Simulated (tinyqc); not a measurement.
Worked calculation: shallow acceptor in the spherical four-band model. Values are carried at full precision from step to step, so a last printed digit may differ when a step is redone from the rounded ones.

Units Ry* = Ry/(g1 eps^2) and a* = a0 eps g1; mu = (6 g3 + 4 g2)/(5 g1) is the spherical heavy-light coupling and delta = (g3 - g2)/g1 the cubic term, which is left out.

Constants: Ry = 13.60569312 eV; a0 (Bohr radius) = 0.5291772105 angstrom.

Parameters, chosen for this exercise (near those of a shallow acceptor in Si, where the small spin-orbit splitting and strong warping make this model rough; the results hold for these values, not for the real material):
```
symbol  value                unit    meaning
g1      4.29                         Luttinger gamma1
g2      0.34                         gamma2
g3      1.46                         gamma3
eps     11.7                         dielectric constant
al      (0.176, 1.06, 6.35)  1/a*^2  exponents a_i, the same for f and g
Dso     0.043                eV      spin-orbit splitting
```

## Units and couplings

Give Ry*, a*, mu, delta and the spherical masses 1/(g1 (1 -/+ mu)).

Ry* = 23.168 meV
a* = 26.56 angstrom
mu = 0.4718
delta = 0.2611

heavy and light mass (m0): 0.4413  0.1584

A hydrogen model with the heavy mass would bind by Ry*/(1 - mu) = 43.9 meV and with the light mass by 15.7 meV. delta/mu = 0.55: the cubic term is not small, so the spherical result is a first estimate.

## Matrices in a small basis

The ground state 1S3/2 has an L = 0 part f(r) and an L = 2 part g(r). In units of Ry* and a*, with Gaussians f_i = exp(-a_i r^2), g_i = r^2 exp(-a_i r^2), A = a_i + a_j and I(n) = Gamma((n + 1)/2)/(2 A^((n + 1)/2)): S_ff = I(2), S_gg = I(6), H_ff = (6 a_i a_j/A) I(2) - 2 I(1), H_gg = (14 a_i a_j/A) I(6) - 2 I(5), H_fg = -mu [15 I(2) - 20 a_j I(4) + 4 a_j^2 I(6)]; each function is then normalised. The split-off band is left out.

Form S and H.

S:
```
        f1      f2      f3      g1      g2      g3
f1  1.0000  0.5843  0.1844       0       0       0
f2  0.5843  1.0000  0.5860       0       0       0
f3  0.1844  0.5860  1.0000       0       0       0
g1       0       0       0  1.0000  0.2854  0.0194
g2       0       0       0  0.2854  1.0000  0.2873
g3       0       0       0  0.0194  0.2873  1.0000
```

H (Ry*):
```
         f1       f2        f3       g1       g2        g3
f1  -0.8109  -0.9368   -0.8737  -0.3216  -0.0918   -0.0062
f2  -0.9368  -0.1059   -0.4061  -0.5528  -1.9369   -0.5565
f3  -0.8737  -0.4061   11.0076  -0.2246  -3.3339  -11.6031
g1  -0.3216  -0.5528   -0.2246   0.5179   0.2212   -0.0131
g2  -0.0918  -1.9369   -3.3339   0.2212   5.6675    2.7126
g3  -0.0062  -0.5565  -11.6031  -0.0131   2.7126   40.1607
```

## Ground state in the small basis

Solve H u = E S u for the lowest level of the acceptor; the first half of the basis is L = 0 and the second L = 2. Give E, E without the f-g block, and the L = 2 weight u_g S_gg u_g with u S u = 1.

E = -1.227 Ry*
E without coupling = -0.989 Ry*
L = 2 weight = 0.088

Without the coupling the exact value is -1, which this basis, tuned to the compact coupled state, misses by 0.011. The coupling to L = 2 takes the level to 1.23 times that exact value.

## Converged result

Converged values use 22 exponents 2.2^i, i = -7 to 14, for f and for g.
Ground and next level of the same symmetry, L = 2 weight and mean radius.

1S3/2 and 2S3/2 (Ry*): -1.257  -0.343

binding energies (meV): 29.1  7.9

L = 2 weight = 0.097
<r> = 32.8 angstrom

The small basis reaches 98 % of the binding. The ratio 1S/2S is 3.66 (4 for hydrogen). The binding is 0.68 of Dso, so the split-off band, left out here, would deepen it noticeably.

## Checks

- Level at mu = 0 against -1 Ry*: both -1.0000.
- Ground level from a second, denser basis, Ry*: both -1.257.

tinyqc: `OMP_NUM_THREADS=1 python tinyqc.py 1251576 1251577 out.jsonl`; about 0.05 s, one thread, shared Intel(R) Xeon(R) Processor @ 2.30GHz.
